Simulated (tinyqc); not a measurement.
Bulk, dangling and hydrogenated hybrids across the gap: Weaire-Thorpe hybrids on a Bethe lattice: gap and dangling bond of an amorphous tetrahedral solid.

Four sp3 hybrids an atom at energy 0, coupled by -V1 on the atom and by -V2 along a bond; the bonds form a tree (no rings). For any network the gap runs at least from -V2 + V1 to V2 - 3 V1, and p-like states pile up at -V2 + V1 and V2 + V1. On the tree the gap is wider: it ends at Ec = -V1 + sqrt(V2^2 + 4 V1^2 - 2 sqrt3 V1 V2), which makes it well wider than the gaps of the real glasses. A branch seen from a hybrid has the self-energy S = V2^2 g, where g is the Green function of the hybrid across the bond, whose three partners carry S themselves. With a = z - V1, b = a - S: g = 1/(a + V1 b/(b + 3 V1)), z = E + i eta. A full atom has G = (1/b)(b + 3 V1)/(b + 4 V1) per hybrid; a dangling hybrid with shift dh has G = 1/(1/g - dh).

Inputs chosen for the exercise (of the size of tabulated hybrid energies for amorphous silicon; the results hold for these values, not for the real material): V1 = 1.78 eV (coupling of two hybrids on one atom); V2 = 4.33 eV (coupling of the two hybrids of a bond); eta = 0.02 eV (broadening); dh = -0.89 eV (shift of the dangling hybrid (rehybridisation)); VH = 4.8 eV (coupling to a hydrogen atom); eH = -3.34 eV (hydrogen level); E1s = -3.8 eV (first energy); dE = 0.45 eV (step).

edges (eV): Ev -2.55000, Ec(bound) -1.01000, Ec(tree) 0.39331

Thirteen energies E1s + j dE. With hydrogen the hybrid gains the self-energy VH^2/(z - eH) and dh = 0.

Density per hybrid (1/eV):

| E (eV) | bulk | dangling | with hydrogen |
|---|---|---|---|
| -3.80 | 0.0018 | 0.0010 | 0.0004 |
| -3.35 | 0.0028 | 0.0007 | 0.0003 |
| -2.90 | 0.0132 | 0.0009 | 0.0002 |
| -2.45 | 0.1532 | 0.0012 | 0.0002 |
| -2.00 | 0.0054 | 0.0019 | 0.0002 |
| -1.55 | 0.0018 | 0.0036 | 0.0002 |
| -1.10 | 0.0010 | 0.0107 | 0.0003 |
| -0.65 | 0.0007 | 0.1598 | 0.0003 |
| -0.20 | 0.0006 | 0.0441 | 0.0004 |
| 0.25 | 0.0010 | 0.0085 | 0.0009 |
| 0.70 | 0.0216 | 0.0513 | 0.0170 |
| 1.15 | 0.0300 | 0.0580 | 0.0315 |
| 1.60 | 0.0345 | 0.0570 | 0.0466 |

What can be read from this table?

Between Ev = -2.55 and Ec = 0.39 eV the bulk density is a broadening tail (least 0.0006). The dangling hybrid reaches 0.160 at -0.65 eV among these rows; its level lies at -0.496 eV, and the peak there, of width eta, is far higher unless a row falls on it. With hydrogen the largest value on the rows inside the gap, more than 0.05 eV from an edge, is 0.0009, and 1/g = VH^2/(E - eH) has no root in the gap: the state has gone into a bonding level below and an antibonding one above.

Program tinyqc; command `OMP_NUM_THREADS=1 python tinyqc.py 1452786 1452787 out.jsonl`; about 0.03 s on one thread of a shared Intel(R) Xeon(R) Processor @ 2.30GHz.
